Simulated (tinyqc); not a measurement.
## Doping and voltage from widths and field

Question. In the depletion approximation an abrupt p-n junction has a triangular field: peak E = q Nd xn/(eps0 eps_r) = q Na xp/(eps0 eps_r), W = xn + xp, and Vbi - V = E W/2. Find Nd, Na and Vbi - V.

Parameters, values chosen for the exercise:
```
symbol  value  unit                meaning
eps_r     9.8        relative permittivity
```

Constants: q = 1.602176634e-19 C, eps0 = 8.8541878128e-14 F/cm where lengths are in cm. Results are converted to the units shown.

W = 536.24372 nm
peak field = 215.20117 kV/cm
xn = 6.4749516 nm

Solution. Gauss's law on each side gives its doping from the peak field and its width; the voltage is the area of the triangle.

Nd = 1.80e18 cm^-3
Na = 2.20e16 cm^-3
Vbi - V = 5.77 V

Computed by the program tinyqc: `OMP_NUM_THREADS=1 python tinyqc.py 2000013 2000014 out.jsonl`, one thread of a shared Intel Xeon 2.30GHz, about 0.04 s for the whole run.
